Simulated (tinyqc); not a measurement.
# Narrowing from the saturation current

Problem. A uniform n-type emitter has J0 = (q p0 D/L)(s + tanh(W/L))/(1 + s tanh(W/L)), D = mup Vt, s = S L/D, and p0 = (ni^2/N) exp(dE_app/kB T), where dE_app = dEg + kB T ln[(N/Nc) exp(-eta)]. Find p0, dE_app and dEg.

Inputs (values chosen for the exercise); band and dielectric values close to those of silicon: temperature T = 300 K; conduction-band density of states at 300 K Nc = 2.84e19 cm^-3; ionised donor density N = 8.8e18 cm^-3; minority-hole mobility mup = 140 cm^2/(V s); emitter width W = 330 nm; recombination velocity at the contact S = 66000 cm/s.

Constants: q = 1.602176634e-19 C, kB = 1.380649e-23 J/K, Vt = kB T/q. Results are converted to the units shown.

J0 = 1060.7990 fA/cm^2
L = 5293.4040 nm
ni = 8.9115462e9 cm^-3
converged eta = -1.0625566

Solution. J0 gives p0, its ratio to ni^2/N gives dE_app, and the degeneracy term is taken off.

p0 = 159.6 cm^-3
dE_app = 74.26 meV
dEg = 77.08 meV

Program tinyqc, `OMP_NUM_THREADS=1 python tinyqc.py 2330089 2330090 out.jsonl`; Intel Xeon 2.30GHz, shared host, one thread, about 0.01 s.
